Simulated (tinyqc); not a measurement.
Inside a calculation. Method: one-electron ion in a basis of Gaussians. One step of it, computed by the program tinyqc.

Question. Generalised eigenproblem. Solve H C = S C e through S^(-1/2); each column has its largest component positive (the first on a tie).

H = T + V (hartree):
```
            1           2           3           4
1  -12.504995  -13.958950  -13.905922  -12.239119
2  -13.958950  -15.263147  -16.462349  -19.415023
3  -13.905922  -16.462349   -4.075047   -1.646642
4  -12.239119  -19.415023   -1.646642   68.245522
```

S:
```
          1         2         3         4
1  1.000000  0.782933  0.424000  0.193015
2  0.782933  1.000000  0.782833  0.424029
3  0.424000  0.782833  1.000000  0.782968
4  0.193015  0.424029  0.782968  1.000000
```

Give: eigenvalues of S; eigenvalues; coefficients.

Answer.

eigenvalues of S: 0.048  0.245  0.977  2.730

eigenvalues (hartree): -17.881  -0.161  45.330  224.688

coefficients:
```
       1       2       3       4
1  0.340   1.557  -0.967   0.439
2  0.537  -1.311   2.371  -1.397
3  0.177   0.004  -1.887   2.448
4  0.083  -0.093   0.055  -1.911
```

For Z = 6 and l = 0 the exact lowest level is -Z^2/(2 n^2) with n = l + 1: -18.000000 hartree.
